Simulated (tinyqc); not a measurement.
Epitaxial growth on a vicinal surface: Burton-Cabrera-Frank step flow, step-edge barrier and island nucleation: one step, computed by the program tinyqc.

Adatoms land at rate F, hop on a square grid (a simplification for hexagonal faces), desorb, or join steps. Lengths are in units of a and n is the adatom coverage. Steps ascend at x = 0 and descend at x = l.

Question. Scales. D = nu exp(-E_d/(k_B T)) (a^2/s, nu counted per direction); tau = exp(E_a/(k_B T))/nu; x_s = sqrt(D tau); n_eq = exp(-E_f/(k_B T)); terrace width l = h/(a tan(miscut)); Schwoebel length l_s = exp(E_s/(k_B T)) - 1. Temperatures in kelvin are T(C) + 273.15.

Inputs (values chosen for the exercise, close to those used for GaAs(001)): site spacing a = 4 angstrom; step height h = 2.83 angstrom; diffusion barrier E_d = 1.33 eV; desorption energy E_a = 2.58 eV; adatom formation energy E_f = 0.871 eV; step-edge barrier E_s = 0.13 eV; attempt frequency nu = 10 THz; miscut angle = 2 degrees; temperature T = 640 C.

Constants: k_B = 8.617333262e-05 eV/K.

Give: D; lifetime tau; diffusion length x_s; equilibrium coverage n_eq; terrace width l; Schwoebel length l_s.

Answer.

D = 4.5665e+05 a^2/s

lifetime tau = 17.350 s

diffusion length x_s = 2814.8 a

equilibrium coverage n_eq = 1.5590e-05

terrace width l = 20.260 a

Schwoebel length l_s = 4.2178 a

l/x_s = 0.00720: nearly every adatom reaches a step.
